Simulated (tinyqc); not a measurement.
Deal-Grove kinetics of thermal oxidation of silicon: one step, computed by the program tinyqc.

Oxidant diffuses through the oxide and reacts at the interface, so that dx/dt = B/(A + 2x) for the oxide thickness x.

Question. Two steps, the one at T2 first. B = B0 p exp(-E_B/(k_B T)), B/A = (B/A)0 p^m exp(-E_A/(k_B T)), p in atm; A = B/(B/A). Temperatures in kelvin are T(C) + 273.15. tau = (x_i^2 + A x_i)/B and x = (A/2) [sqrt(1 + 4 B (t + tau)/A^2) - 1], the root of x^2 + A x = B (t + tau). First t2 at T2 from x_i, then t at T from the thickness reached.

Inputs (values chosen for the exercise, close to those used for silicon):
```
quantity,value,unit
prefactor B0,736,um^2/h
activation energy E_B,1.24,eV
prefactor (B/A)0,6.19e+06,um/h
activation energy E_A,2.01,eV
temperature T,1025,C
oxidant pressure p,2,atm
pressure exponent m of B/A,0.77,-
initial oxide x_i,0.1,um
time t,0.19,h
"temperature of step 2, T2",1100,C
"time of step 2, t2",0.29,h
```

Ambient: dry oxygen. Surface: (111). Extension: second step.

length A = 0.1360747 um

parabolic constant B = 0.02258833 um^2/h

Constants: k_B = 8.617333262e-05 eV/K.

Give: thickness after t2 at T2; final thickness in this order.

Answer.

thickness after t2 at T2 = 0.1364 um

final thickness in this order = 0.1466 um
